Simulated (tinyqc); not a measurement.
Tight binding, dimerised chain, step by step. One step of it, computed by the program tinyqc.

Problem. Open chain of 5 cells. The same hoppings without the wrap-around bond.

H of the open chain (eV):
```
            1          2          3          4          5          6          7          8
1    0.000000  -2.210000   0.000000   0.000000   0.000000   0.000000   0.000000   0.000000
2   -2.210000   0.000000  -0.640000   0.000000   0.000000   0.000000   0.000000   0.000000
3    0.000000  -0.640000   0.000000  -2.210000   0.000000   0.000000   0.000000   0.000000
4    0.000000   0.000000  -2.210000   0.000000  -0.640000   0.000000   0.000000   0.000000
5    0.000000   0.000000   0.000000  -0.640000   0.000000  -2.210000   0.000000   0.000000
6    0.000000   0.000000   0.000000   0.000000  -2.210000   0.000000  -0.640000   0.000000
7    0.000000   0.000000   0.000000   0.000000   0.000000  -0.640000   0.000000  -2.210000
8    0.000000   0.000000   0.000000   0.000000   0.000000   0.000000  -2.210000   0.000000
9    0.000000   0.000000   0.000000   0.000000   0.000000   0.000000   0.000000  -0.640000
10   0.000000   0.000000   0.000000   0.000000   0.000000   0.000000   0.000000   0.000000

            9         10
1    0.000000   0.000000
2    0.000000   0.000000
3    0.000000   0.000000
4    0.000000   0.000000
5    0.000000   0.000000
6    0.000000   0.000000
7    0.000000   0.000000
8   -0.640000   0.000000
9    0.000000  -2.210000
10  -2.210000   0.000000
```

Give: levels; weights of the highest filled level on the sites.

Solution.

levels (eV): [-2.778, -2.572, -2.271, -1.941, -1.674, 1.674, 1.941, 2.271, 2.572, 2.778]

weights of the highest filled level on the sites: [0.062, 0.036, 0.134, 0.110, 0.157, 0.157, 0.110, 0.134, 0.036, 0.062]

The bulk gap runs from -1.5700 to 1.5700 eV; no level of this chain lies inside it.
